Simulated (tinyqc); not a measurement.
# Worked calculation: undoped gate-all-around wire MOSFET, analytic charge model

Computed by the program tinyqc: `OMP_NUM_THREADS=1 python tinyqc.py 2460005 2460006 out.jsonl`, one thread of a shared Intel Xeon 2.30GHz, about 0.02 s for the whole run. Printed values are rounded.

An undoped round wire of radius R under an insulator shell and a surrounding gate; long channel, electrons only, n = ni exp((psi - V)/Vt) with V the quasi-Fermi potential (0 at the source, Vd at the drain), constant mobility, no quantisation. The radial Poisson equation gives n(r) = n(0)/(1 - (1 - b) r^2/R^2)^2 with b = Q0/(Q + Q0). Q is the electron charge per area of the wire surface.

Values chosen for this exercise; material values those of a made-up semiconductor:
```
symbol,value,unit,meaning
T,300,K,temperature
Eg,1.03,eV,band gap
eps_r,14.8,,relative permittivity of the semiconductor
Nc,2.6e19,cm^-3,conduction-band density of states at T
Nv,2.51e19,cm^-3,valence-band density of states at T
eox,24.9,,relative permittivity of the gate insulator
tox,4.4,nm,insulator thickness
R,6,nm,wire radius
dphi,0.24,V,gate work function less that of the intrinsic body
mu,260,cm^2/(V s),channel mobility
L,0.2,um,gate length
Vg,1.45,V,gate voltage
Vd,0.8,V,drain voltage
```

Constants: q = 1.602176634e-19 C, kB = 1.380649e-23 J/K, Vt = kB T/q, eps0 = 8.8541878128e-14 F/cm where lengths are in cm. Results are converted to the units shown.

Range of the model: In a wire this thin, quantum confinement raises the threshold; it is left out. The surface density at the source passes 0.3 Nc, where Boltzmann statistics fail. mu V/L, with V the smaller of Vd and Vg - V0, passes 3e6 cm/s, so velocity saturation, left out here, would lower the current.

## Constants of the wire

ni = sqrt(Nc Nv) exp(-Eg/(2 Vt)), Eg in volts; Cox = eps0 eox/(R ln(1 + tox/R)); Q0 = 4 eps0 eps_r Vt/R; V0 = dphi + Vt ln[8 eps0 eps_r Vt/(q ni R^2)].

ni = 5.69776e10 cm^-3
Cox = 6.68032 uF/cm^2
Q0 = 225.846 nC/cm^2
V0 = 0.711228 V

## Iteration 1: charge at the source by Newton steps in y = ln(Q/Q0)

y at the start = 3

With V = 0 and Q = Q0 exp(y): f = Q/Cox + Vt y + Vt ln(1 + Q/Q0) - (Vg - V0); df/dy = Q/Cox + Vt (1 + Q/(Q + Q0)); y(new) = y - f/(df/dy).

Q = 4536.25 nC/cm^2
f = 0.0966419 V
df/dy = 0.729524 V
y after iteration 1 = 2.86753

## Iteration 2: charge at the source by Newton steps in y = ln(Q/Q0)

As before.

Q = 3973.42 nC/cm^2
f = 0.00571433 V
df/dy = 0.645108 V
y after iteration 2 = 2.85867

## Course of the iteration: charge at the source by Newton steps in y = ln(Q/Q0)

Stop when y changes by less than 1e-11, or after 60 iterations.

Course of the iteration:
```
iteration	y	|change|
1	2.86753	0.132
2	2.85867	8.86e-3
3	2.85863	3.64e-5
4	2.85863	6.13e-10
5	2.85863	0
```

Converged in 5 iterations. At the end the number of correct digits about doubles with each step.

## Drain current and line charge

Qs = 3938.24 nC/cm^2
Qd = 17.6993 nC/cm^2

Q solves Vg - V0 - V = Q/Cox + Vt ln(Q/Q0) + Vt ln(1 + Q/Q0). I = mu (2 pi R/L)[2 Vt (Qs - Qd) + (Qs^2 - Qd^2)/(2 Cox) + Vt Q0 ln((Qd + Q0)/(Qs + Q0))], with Qs at V = 0 and Qd at V = Vd. Electrons per length at the source: 2 pi R Qs/q; surface over centre density: (1 + Qs/Q0)^2.

first term = 9.93446 uA
second term = 56.8908 uA
third term = -0.812343 uA
I = 66.0129 uA
electrons per length = 9.26665 1/nm
surface over centre density = 339.948

The square-law term makes up 86.2 % of the current.
